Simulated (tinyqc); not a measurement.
# Thermal resistances of a two-die stack

Question. Heat leaves through the lower die only, and the system is linear. Find the resistance R1 from the lower die to the coolant, R2 between the dies, and the rise of the upper die when both are powered.

Parameters, values chosen for the exercise:
- P1 = 12 W (power of the lower die)
- P2 = 12 W (power of the upper die)

rises of the lower and upper die with only the lower one powered (K): 6.12  6.12
rises of the lower and upper die with only the upper one powered (K): 6.12  10.2

Answer. With only the lower die powered no heat crosses R2, so both dies rise by P1 R1; the difference in the second test is P2 R2; rises add.

R1 = 0.510 K/W
R2 = 0.340 K/W
rise of the upper die = 16.3 K

Numbers from tinyqc (`OMP_NUM_THREADS=1 python tinyqc.py 2162077 2162078 out.jsonl`; about 0.02 s on one thread of a shared Intel Xeon 2.30GHz).
